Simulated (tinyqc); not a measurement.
Band edges of strained Si(1-x)Ge(x) on relaxed Si(1-y)Ge(y), step by step. Values are carried at full precision from step to step, so a last printed digit may differ when a step is redone from the rounded ones.

Values are linear in the Ge fraction but for ED(x) = linear - CD x (1 - x) and a(x) = linear - Ca x (1 - x). Energies are on the common scale of Ev.

Values chosen for the exercise (end members near Si and Ge, in this order; shifted at random, so the results belong to these values and not to a real crystal):
- a = (5.429, 5.661) angstrom (lattice constant)
- Dso = (0.044, 0.291) eV (spin-orbit splitting)
- av = (2.47, 1.25) eV (valence hydrostatic potential)
- b = (-2.1, -2.58) eV (tetragonal shear potential)
- d = (-4.85, -5.33) eV (trigonal shear potential)
- C11 = (165.6, 129.2) GPa
- C12 = (63.8, 48) GPa
- C44 = (79.6, 67.5) GPa
- Ev = (0, 0.66) eV (top of the unstrained valence band)
- ED = (1.137, 0.928) eV (gap to the Delta valleys)
- EL = (2.007, 0.743) eV (gap to the L valleys)
- aD = (1.83, 1.43) eV (hydrostatic potential of the Delta gap)
- aL = (-3.3, -2.81) eV (hydrostatic potential of the L gap)
- XuD = (8.81, 9.36) eV (uniaxial potential, Delta)
- XuL = (16.48, 15.41) eV (uniaxial potential, L)
- CD = 0.181 eV (bowing of the Delta gap)
- Ca = 0 angstrom (bowing of the lattice constant)
- x = 0 (Ge fraction of the layer)
- y = 0.27 (Ge fraction of the relaxed buffer)
- face = 110 (growth face)

## Values of the layer and the buffer

Interpolate at x and at y.

Interpolated values (a in angstrom, C11, C12, C44 in GPa, all else in eV):

| symbol | layer | buffer |
|---|---|---|
| a | 5.4290 | 5.4916 |
| Dso | 0.0440 | 0.1107 |
| av | 2.4700 | 2.1406 |
| b | -2.1000 | -2.2296 |
| d | -4.8500 | -4.9796 |
| C11 | 165.6000 | 155.7720 |
| C12 | 63.8000 | 59.5340 |
| C44 | 79.6000 | 76.3330 |
| Ev | 0.0000 | 0.1782 |
| ED | 1.1370 | 1.0449 |
| EL | 2.0070 | 1.6657 |
| aD | 1.8300 | 1.7220 |
| aL | -3.3000 | -3.1677 |
| XuD | 8.8100 | 8.9585 |
| XuL | 16.4800 | 16.1911 |

## Strain of the layer on a (110) buffer

Coherent growth on a (110) face: e_par = (a(y) - a(x))/a(x), e_perp = -(C11 + 3 C12 - 2 C44)/(C11 + C12 + 2 C44) e_par; exx = eyy = (e_par + e_perp)/2, ezz = e_par, exy = (e_perp - e_par)/2, eyz = ezx = 0.

Use the elastic constants of the layer.

e_par = 0.011538
e_perp = -0.005873

strain tensor in the cubic axes:
```
           x          y         z
x   0.002833  -0.008705  0.000000
y  -0.008705   0.002833  0.000000
z   0.000000   0.000000  0.011538
```

The layer is under tension in the plane; its volume changes by +1.720 %.

## Conduction valleys of the layer

A valley with unit axis u lies at Ev + gap + (av + a_valley) tr(e) + Xu (u.e.u - tr(e)/3); the Delta axes are x, y, z and the L axes [111], [1-1-1], [-11-1], [-1-11]. The second-order shift of the Delta valleys under shear is left out; it lowers the pair normal to the sheared plane by tens of meV at a shear of 1 %.

Give the hydrostatic shifts, the uniaxial shifts and the edges.

hydrostatic shifts of Delta and L (eV): 0.0740  -0.0143

uniaxial shifts (eV): Delta x -0.0256, Delta y -0.0256, Delta z 0.0511, L [111] -0.0956, L [1-1-1] 0.0956, L [-11-1] 0.0956, L [-1-11] -0.0956

valley edges (eV): Delta x 1.1854, Delta y 1.1854, Delta z 1.2621, L [111] 1.8971, L [1-1-1] 2.0884, L [-11-1] 2.0884, L [-1-11] 1.8971

The lowest set is Delta4 (the digit counts whole valleys) at 1.1854 eV; the Delta valleys spread over 77 meV and the L valleys over 191 meV.

## Valence edges of the layer

Valence edges: Ev plus the levels of the 6 x 6 matrix of X, Y, Z times spin with -Dso/3 + l exx + m (eyy + ezz) on the diagonal (cyclic), n exy off it, l = av + 2 b, m = av - b, n = sqrt(3) d. Spin-orbit term (Dso/3) L.sigma on X, Y, Z with (L_k)_ij = -i epsilon_kij: <X+|H|Y+> = -i Dso/3, <X+|H|Z-> = Dso/3, <Y+|H|Z-> = -i Dso/3, <Z+|H|X-> = -Dso/3, <Z+|H|Y-> = i Dso/3, <X-|H|Y-> = i Dso/3, and their conjugates; + and - are the spin along z.

Give the strain block and the three twofold edges.

strain block (eV), lower triangle:
```
        X       Y       Z
X  0.0608
Y  0.0731  0.0608
Z       0       0  0.0059
```

edges from the top (eV): 0.1220  -0.0008  -0.0377

The top two edges are split by 123 meV.

## Gap and offsets against the buffer

Buffer: Ev(y) and Ec = Ev(y) + min(ED, EL). dEc = Ec(buffer) - Ec(layer), dEv = Ev(layer) - Ev(buffer); positive values confine the carrier in the layer; type I if both have one sign.

gap of the strained layer = 1.0634 eV
gap of the buffer = 1.0449 eV
dEc = 0.0377 eV
dEv = -0.0562 eV

Type II: electrons collect in the layer (38 meV) and holes in the buffer (56 meV). The relaxed layer would have a gap of 1.137 eV, so strain has moved it by -74 meV. An offset this small is within the spread of published parameter sets, so the type is not settled by this model.

## Checks

- Mean of the three Delta edges against the hydrostatic shift alone (eV): both 1.21097.

Program tinyqc; command `OMP_NUM_THREADS=1 python tinyqc.py 1050459 1050460 out.jsonl`; about 0.02 s on one thread of a shared Intel(R) Xeon(R) Processor @ 2.30GHz.
